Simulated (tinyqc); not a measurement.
Surface concentration from sheet resistance and junction depth.

Problem. An n-type layer has N(x) = N0 exp(-(x/Ld)^2), xj = Ld sqrt(ln(N0/Nb)), N0 below Ns. Active dopant A = min(N, Ns); n solves n (n + Nb)/(A - Nb - n) = K, K = (NB/gd) exp(-E/Vt), E = max(Ei - ks A^(1/3), 0), so n = 2 K (A - Nb)/[Nb + K + sqrt((Nb + K)^2 + 4 K (A - Nb))]; mobility mu = m1 + (m2 (T/300 K)^(-bt) - m1)/(1 + ((A + Nb)/Nr)^am). 1/Rs = q times the integral of n mu from 0 to xj. Find N0, Ld and the dose down to xj.

Values chosen for this exercise:
```
symbol,value,unit,meaning
T,300,K,temperature
Nb,1.4e14,cm^-3,background doping of the opposite type
m1,53.5,cm^2/(V s),mobility limit at high doping
m2,1370,cm^2/(V s),"mobility limit at low doping, at 300 K"
Nr,9.86e16,cm^-3,reference doping of the mobility law
am,0.698,,exponent of the mobility law
bt,2.1,,temperature exponent of m2
Ns,2.05e20,cm^-3,solubility limit of active dopant
NB,2.76e19,cm^-3,conduction-band density of states at T
Ei,0.0529,eV,ionisation energy in the dilute limit
gd,2,,degeneracy factor of the level
ks,0,eV cm,lowering of Ei per N^(1/3)
```

Constants: q = 1.602176634e-19 C, kB = 1.380649e-23 J/K, Vt = kB T/q. Results are converted to the units shown.

Rs = 3864.0021 ohm/square
xj = 175.31197 nm

Solution. For a given shape and background, Rs xj depends on N0 alone and falls as N0 rises (an Irvin curve), so it fixes N0; xj then gives Ld.

N0 = 1.30e18 cm^-3
Ld = 58.0 nm
dose = 6.68e12 cm^-2

Numbers from tinyqc (`OMP_NUM_THREADS=1 python tinyqc.py 2110140 2110141 out.jsonl`; about 0.02 s on one thread of a shared Intel Xeon 2.30GHz).
